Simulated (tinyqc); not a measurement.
# Metal-interlayer-semiconductor contact, depinning against tunnelling resistance: contact resistivity against the interlayer thickness

Zero bias, n-type semiconductor. Gap states at the semiconductor surface thin out as exp(-be ti), which unpins the barrier; electrons must then cross the interlayer (a rectangular barrier, no voltage drop across it) and the parabolic depleted layer, both by WKB. Energies E are counted from the Fermi level; no image force, parabolic bands.

S = 1/(1 + (1/S0 - 1) exp(-be ti)); phiB = S (phiM - chi) + (1 - S)(Eg - E0); xi = Ec - EF deep inside, from Nd = Nc F(-xi/Vt), F(x) = (2/sqrt(pi)) int_0^infinity sqrt(u) du/(1 + exp(u - x)); band bending U = phiB - xi; E00 = (hbar/2) sqrt(Nd/(eps0 eps_r mt m0)) in volts; A = 4 pi q mA m0 kB^2/h^3. With U = phiB - xi: for xi < E < phiB, y = (E - xi)/U and G1 = (U/E00) [sqrt(1 - y) - y ln((1 + sqrt(1 - y))/sqrt(y))], G1 = 0 above phiB; G2 = 2 ti sqrt(mi max(phiB + dE - E, 0)/C), C = hbar^2/(2 m0); f = 1/(1 + exp(E/Vt)); 1/rho_c = (A T^2/Vt^2) times the integral of exp(-G1 - G2) f over E from xi upwards. Shares under 0.001 % are printed as 0; rows without band bending are left out.

Values chosen for this exercise; semiconductor values close to those of In0.53Ga0.47As; interlayer mass of the order of that in silicon dioxide, offset chosen freely:
```
symbol   value   unit                                                           meaning
T          250      K                                                       temperature
Eg       0.729     eV                                                          band gap
eps_r     14.3                                                    relative permittivity
chi       4.52     eV                                                 electron affinity
Nc      1.6e17  cm^-3                            conduction-band density of states at T
mt        0.04     m0                              tunnelling mass in the semiconductor
mA      0.0394     m0                                                   Richardson mass
Nd      5.2e18  cm^-3                                                     donor density
E0        0.51     eV                    charge-neutrality level above the valence band
S0        0.15                                        pinning factor without interlayer
phiM      4.87     eV                                               metal work function
dE        3.23     eV  conduction-band offset of the interlayer above the semiconductor
mi        0.46     m0                                 tunnelling mass in the interlayer
be         2.3   1/nm               decay constant of gap states through the interlayer
```

Constants: q = 1.602176634e-19 C, kB = 1.380649e-23 J/K, eps0 = 8.8541878128e-12 F/m, hbar = 1.054571817e-34 J s, h = 6.62607015e-34 J s, m0 = 9.1093837015e-31 kg, Vt = kB T/q, hbar^2/(2 m0) = 0.0380998212 eV nm^2. Results are converted to the units shown.

The same in every row: E00/Vt = 2.60.

Contact resistivity against the interlayer thickness:
```
ti (nm)	S	phiB (eV)	rho_c (ohm cm^2)	rho_c with G2 = 0 (ohm cm^2)	peak of the integrand (eV)	share above phiB (%)
0	0.150	0.239	2.08e-7	2.08e-7	-0.0142	0.00441
0.3	0.260	0.253	1.24e-5	2.51e-7	-0.0125	0.00322
0.6	0.412	0.273	8.16e-4	3.25e-7	-0.0107	0.00201
0.9	0.583	0.295	0.0569	4.38e-7	-0.00878	0.00118
1.2	0.736	0.315	3.92	5.74e-7	-0.00707	0
1.5	0.848	0.330	253	7.00e-7	-0.00559	0
1.8	0.917	0.339	1.52e4	7.93e-7	-0.00433	0
2.1	0.957	0.344	8.54e5	8.51e-7	-0.00321	0
2.4	0.978	0.347	4.63e7	8.84e-7	-0.00217	0
```

As ti goes from 0 to 2.4, phiB rises from 0.239 to 0.347 eV and rho_c rises from 2.08e-7 to 4.63e7 ohm cm^2. No thickness listed beats the bare contact: tunnelling through the layer costs more than the change of the barrier gains. The ratio of rho_c to its value with G2 = 0 runs from 1.00 to 5.24e13.

Range of the model: The depletion charge would drop about 0.35 V across such an interlayer (eps_r near 3.9) at ti = 1.1 nm and Nd = 5.2e18 cm^-3, against a band bending of 0.57 V; this model leaves that drop out.

Program tinyqc, `OMP_NUM_THREADS=1 python tinyqc.py 2270130 2270131 out.jsonl`; Intel Xeon 2.30GHz, shared host, one thread, about 0.03 s.
